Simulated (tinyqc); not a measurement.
# Carrier lifetime from Shockley-Read-Hall, radiative, Auger and surface recombination, step by step

A worked calculation. Computed by tinyqc, a small Python program that keeps every step. Command: `OMP_NUM_THREADS=1 python tinyqc.py 3027095 3027096 out.jsonl lifetime walk`. One thread of a shared host (Intel(R) Xeon(R) Processor @ 2.30GHz), about 0.02 s of CPU time with the checks. Intermediate numbers are printed to about 7 digits and carried at full precision; extremes and crossings named in words are read from the listed rows.

Energies are counted from the top of the valence band. Boltzmann statistics, full ionisation, and equal excess densities of electrons and holes.

Inputs (values chosen for the exercise, with bands modelled on InP):
```
quantity,value,unit
gap E_g,1.34,eV
electron mass m_e,0.0796,m_0
valleys M_c,1,-
hole mass m_h,0.6,m_0
temperature T,400,K
doping N,7.5e+14,cm^-3
trap level E_t,0.52,eV
trap density N_t,3.8e+12,cm^-3
electron cross-section sigma_n,1.1e-14,cm^2
hole cross-section sigma_p,3e-17,cm^2
radiative coefficient B,7.5e-11,cm^3/s
Auger coefficient C_n,2.6e-30,cm^6/s
Auger coefficient C_p,2.4e-31,cm^6/s
excess density dn,2.7e+13,cm^-3
generation rate G,6.9e+20,cm^-3 s^-1
diffusion coefficient D,8.7,cm^2/s
surface velocity S,190,cm/s
thickness W,110,micrometre
```

Doping: p-type. Surface term: two equal surfaces.

Constants: m_0 = 9.1093837015e-31 kg; k_B = 1.380649e-23 J/K; h = 6.62607015e-34 J s; k_B = 8.617333262e-05 eV/K.

## Equilibrium densities

N_c = 2 M_c (2 pi m_e k_B T/h^2)^(3/2) and N_v = 2 (2 pi m_h k_B T/h^2)^(3/2), masses in units of m_0. n_i = sqrt(N_c N_v) exp(-E_g/2 k_B T); majority density N/2 + sqrt(N^2/4 + n_i^2), minority density n_i^2 over it.

N_c = 8.676603e+17 cm^-3

N_v = 1.795589e+19 cm^-3

n_i = 1.427743e+10 cm^-3

n_0 = 271793.2 cm^-3

p_0 = 7.500000e+14 cm^-3

## Capture times and SRH densities

v = sqrt(3 k_B T/m) with m_e or m_h; tau_n0 = 1/(sigma_n v_n N_t), tau_p0 = 1/(sigma_p v_p N_t); n1 = N_c exp(-(E_g - E_t)/k_B T), p1 = N_v exp(-E_t/k_B T).

v_n = 4.780037e+07 cm/s

v_p = 1.741054e+07 cm/s

tau_n0 = 5.004866e-07 s

tau_p0 = 5.038288e-04 s

n1 = 4.043938e+07 cm^-3

p1 = 5.040752e+12 cm^-3

n1 and p1 are both far below the doping: the level acts as a deep recombination centre.

## Surface lifetime

The slowest diffusion mode has x tan x = S W/(2 D) with 0 < x < pi/2 (bisection), and tau_s = W^2/(4 x^2 D). The common approximation is W/(2 S) + W^2/(pi^2 D).

x = 0.3397886

tau_s = 3.011539e-05 s

approximate tau_s = 3.035655e-05 s

The approximation is off by 0.80 %. Surface and diffusion both limit.

## Lifetimes at the given injection

With n = n_0 + dn, p = p_0 + dn and U/dn = 1/tau: (n p - n_i^2)/dn = n_0 + p_0 + dn = s; 1/tau_SRH = s/[tau_p0 (n + n1) + tau_n0 (p + p1)]; 1/tau_rad = B s; 1/tau_Aug = (C_n n + C_p p) s; the rates add, with 1/tau_s. Radiative efficiency = tau_eff/tau_rad; effective diffusion length = sqrt(D tau_eff).

tau_SRH at dn = 1.801133e-05 s

tau_rad at dn = 1.716002e-05 s

tau_Aug at dn = 5.014030 s

effective lifetime at dn = 6.802655e-06 s

radiative efficiency at dn = 0.3964247

effective diffusion length at dn = 76.93055 micrometre

Radiative recombination carries 40 % of the rate; dn/N = 0.036 is low injection, though not for the trap: its majority capture time is so long that tau_SRH has already left its low-injection value.

## Steady state under generation

dn solves dn/tau_eff(dn) = G (60 bisections in ln dn between 1e-2 and 1e22 cm^-3); the splitting of the quasi-Fermi levels is k_B T ln(n p/n_i^2).

steady excess density = 2.480884e+15 cm^-3

lifetime in the steady state = 3.595483e-06 s

quasi-Fermi splitting under G = 0.8408805 eV

The splitting, an upper bound for e V_oc, is 63 % of the gap.

## Lifetime against injection

Rows stop below half the smaller effective density of states.

Lifetimes (s):
```
dn (cm^-3),SRH,radiative,Auger,effective,radiative efficiency,fastest channel
1.00e+10,5.105953e-07,1.777754e-05,7.406140e+00,4.882921e-07,0.0274668,SRH
1.00e+11,5.710455e-07,1.777541e-05,7.394753e+00,5.432901e-07,0.0305641,SRH
1.00e+12,1.174750e-06,1.775411e-05,7.282640e+00,1.062953e-06,0.0598708,SRH
1.00e+13,7.133160e-06,1.754386e-05,6.313769e+00,4.340351e-06,0.2474000,SRH
1.00e+14,5.977746e-05,1.568627e-05,2.535497e+00,8.796257e-06,0.5607614,radiative
1.00e+15,2.884041e-04,7.619048e-06,1.892148e-01,5.954924e-06,0.7815838,radiative
1.00e+16,4.691787e-04,1.240310e-06,3.254838e-03,1.187798e-06,0.9576619,radiative
1.00e+17,5.005787e-04,1.323408e-07,3.492701e-05,1.312321e-07,0.9916229,radiative
```

tau_SRH goes from 5.11e-7 s at low injection (the minority capture time, 5.00e-7 s) to 5.01e-4 s in the last row; at high injection it tends to tau_n0 + tau_p0 = 5.04e-4 s. Ruling channel by row: SRH from 1e10, radiative from 1e14 cm^-3.

## Where in the gap a trap does harm

Low injection: tau = [tau_p0 (n_0 + n1) + tau_n0 (p_0 + p1)]/(n_0 + p_0). Depleted region (n = p = 0): generation lifetime tau_g = (tau_p0 n1 + tau_n0 p1)/n_i. n1 = N_c exp(-(E_g - E_t)/k_B T), p1 = N_v exp(-E_t/k_B T).

The same trap at other energies:
```
E_t (eV),SRH lifetime (s),generation lifetime (s)
0.080,1.176975e-03,6.180078e+01
0.201,3.566055e-05,1.846975e+00
0.335,1.221136e-06,3.785606e-02
0.469,5.152636e-07,7.762320e-04
0.603,5.010914e-07,3.175910e-05
0.670,5.026385e-07,1.130295e-04
0.737,5.152197e-07,7.739273e-04
0.871,1.218995e-06,3.774357e-02
1.005,3.555607e-05,1.841487e+00
1.139,1.710842e-03,8.984508e+01
1.260,5.722946e-02,3.006265e+03
```

The SRH lifetime (other channels left aside) stays within 10 % of its least value, among these rows, from E_t = 0.469 to 0.737 eV. The generation lifetime has a sharp minimum, among these rows at 0.603 eV and exactly at 0.603 eV, where tau_p0 n1 = tau_n0 p1, since generation needs two thermal jumps and the larger one rules.

Checks made by the program: n1 p1 = n_i^2 (relative difference below 1e-10); x tan x at the root (relative difference below 1e-10).
